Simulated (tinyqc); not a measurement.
# Permittivity and interface capacitance from two thicknesses

Question. 1/C = t/(eps0 ek) + 2/ci for planar capacitors that differ only in thickness. Find ek, ci and the EOT of the interfaces, 2 x 3.9 eps0/ci.

Constants: eps0 = 8.8541878128e-14 F/cm where lengths are in cm. Results are converted to the units shown.

C at t = 9 and 27 nm (uF/cm^2): 0.63463335  0.21649563

Answer. 1/C is a straight line in t: the slope gives ek and the intercept 2/ci. A single thickness would give only the effective permittivity; when the interfaces are a small part of 1/C, ci needs very accurate data.

ek = 6.68
ci = 37.0 uF/cm^2
EOT of the interfaces = 0.187 nm

tinyqc, about 0.01 s, one thread, Intel Xeon 2.30GHz (shared host): `OMP_NUM_THREADS=1 python tinyqc.py 2102059 2102060 out.jsonl`
